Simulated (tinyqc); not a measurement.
Inside a calculation: quasiparticle equation with a plasmon-pole self-energy for two band edges. Values are carried at full precision from step to step, so a last printed digit may differ when a step is redone from the rounded ones.

For each edge E = e + X + Sc(E), with the correlation part Sc(E) = A[0]/(E - a + w) + A[1]/(E - b - w); a and b are the valence and conduction energies that enter the Green function (a = ev, b = ec in the one-shot scheme). Z = 1/(1 - dSc/dE), dSc/dE = -A[0]/(E - a + w)^2 - A[1]/(E - b - w)^2.

Inputs chosen for the exercise (scales of the order of those of SiC; the results hold for these values, not for the real material):
- ev = 0 eV (mean-field valence top)
- ec = 2.14 eV (mean-field conduction edge)
- w = 19.2 eV (pole energy)
- Av = (41, 18.2) eV^2 (weights of the valence state on the hole and electron poles)
- Ac = (20.2, 42.3) eV^2 (the same for the conduction state)
- Xv = -1.7 eV (exchange minus the mean-field potential, valence)
- Xc = 1.97 eV (the same, conduction)

## Linearised one-shot correction

Evaluate Sc and its slope at the mean-field energy; E = e + Z (X + Sc).

Terms:
```
edge        Sc (eV)   dSc/dE       Z  X + Sc (eV)   E (eV)
valence      1.2826  -0.1512  0.8687      -0.4174  -0.3626
conduction  -1.2565  -0.1591  0.8627       0.7135   2.7555
```

gap = 3.1181 eV
gap with Z = 1 = 3.2709 eV

The gap opens by 0.978 eV, 37 % of it by lowering the valence top. Setting Z = 1 would overshoot by 0.153 eV. X and Sc have opposite signs and are each larger than the sum they leave, so both must be converged well.

## Solving the equation for the conduction edge

Newton steps on f(E) = E - ec - Xc - Sc(E) from E = ec; the first step is the linearised result.

Iterates:
```
step   E (eV)   Sc (eV)     f (eV)
0     2.14000  -1.25655  -0.713454
1     2.75552  -1.35605   0.001574
2     2.75417  -1.35583   0.000000
3     2.75417  -1.35583   0.000000
```

The linearisation errs by +1.4 meV, as the shift is only 0.032 of the pole energy.

## All solutions for the valence state

Multiplying out gives a cubic; give its three roots and their weights Z.

roots (eV): [-21.335, -0.362, 22.137]

weights: [0.0999, 0.8664, 0.0337]

The weights add up to 1. The satellite below lies 20.97 eV from the main peak, 9 % more than w: this scheme places plasmon satellites too far out, and gives one where a cumulant form gives a series.

## Updating the energies in the Green function

Solve both equations exactly, put the results in place of a and b, and repeat five times; w is kept.

Cycles (eV):
```
cycle       Ev      Ec     gap
1      -0.3622  2.7542  3.1163
2      -0.3778  2.8043  3.1821
3      -0.3777  2.8087  3.1864
4      -0.3776  2.8091  3.1867
5      -0.3776  2.8092  3.1868
```

The update moves the gap by +70 meV from the one-shot value; each cycle shrinks the change to about 0.07 of the one before.

## Checks

- Sum of the weights of the three roots: both 1.000000.
- Newton result against the root by bisection (eV): both 2.75417.

tinyqc: `OMP_NUM_THREADS=1 python tinyqc.py 1850908 1850909 out.jsonl`; about 0.01 s, one thread, shared Intel(R) Xeon(R) Processor @ 2.30GHz.
